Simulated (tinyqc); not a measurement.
Inside a calculation. Model: Weibull analysis of times to dielectric breakdown, with area scaling.

Program tinyqc, `OMP_NUM_THREADS=1 python tinyqc.py 2070106 2070107 out.jsonl`; Intel Xeon 2.30GHz, shared host, one thread, about 0.01 s. Printed values are rounded.

Breakdown times follow F(t) = 1 - exp(-(t/t63)^beta). The 11 times below were drawn at random from beta = 2.7, t63 = 300 s and are treated as data; all samples failed.

Parameters, values chosen for the exercise: area of a test capacitor A1 = 2300 um^2; gate area of the product A2 = 4.5e5 um^2; allowed share of failed products Fp = 0.001.

## Median ranks and the Weibull scale

```
i,t (s)
1,95.2
2,115
3,157
4,178
5,205
6,252
7,256
8,310
9,343
10,364
11,382
```

F_i = (i - 0.3)/(n + 0.4) for the sorted times, W_i = ln(-ln(1 - F_i)).

```
i,F,W,ln t
1,0.0614035,-2.758771,4.555980
2,0.1491228,-1.823328,4.744932
3,0.2368421,-1.308259,5.056246
4,0.3245614,-0.935491,5.181784
5,0.4122807,-0.632041,5.323010
6,0.5000000,-0.366513,5.529429
7,0.5877193,-0.120981,5.545177
8,0.6754386,0.118032,5.736572
9,0.7631579,0.364894,5.837730
10,0.8508772,0.643424,5.897154
11,0.9385965,1.026145,5.945421
```

## Straight-line fit

W = ln(-ln(1 - F)) is the Weibull ordinate of each ranked failure. Least squares of W on ln t: beta = sum (x - mean x)(W - mean W)/sum (x - mean x)^2 with x = ln t, and ln t63 = mean x - mean W/beta.

beta = 2.370005
t63 = 275.3303 s

beta is 12 % below the value that made the data and t63 8.2 % below it.

## Iteration 1: likelihood estimate of beta

beta at the start = 2.4

Maximum likelihood: a(beta) = 1/beta with a = sum t^beta ln t/sum t^beta - mean ln t. Newton step: beta(new) = beta - [a - 1/beta]/[v + 1/beta^2], v the variance of ln t under the weights t^beta.

beta after iteration 1 = 2.773003

## Iteration 2: likelihood estimate of beta

As before.

beta after iteration 2 = 2.830322

## Course of the iteration

Stop when beta changes by less than 1e-9, or after 40 iterations.

Course of the iteration:
```
iteration,beta,change
1,2.773003,0.373
2,2.830322,0.0573
3,2.831393,1.07e-3
4,2.831393,3.61e-7
5,2.831393,4.40e-14
```

Converged in 5 iterations.

## Scale parameter and projection to the product

converged beta = 2.831393

t63 = (mean of t^beta)^(1/beta). Defects are spread at random, so -ln(1 - F) is proportional to the area: t63(A2) = t63 (A1/A2)^(1/beta), and the time to the share Fp is t63(A2) (-ln(1 - Fp))^(1/beta).

t63 = 272.1874 s
t63 of the product = 42.22354 s
time to Fp = 3.681988 s
decades lost against t63 = 1.868786

The straight-line values give 1.61 s for the time to Fp and the values that made the data 3.29 s: with 11 samples beta is uncertain by about 0.78/sqrt(n) = 24 %, and the projection hangs on 1/beta.
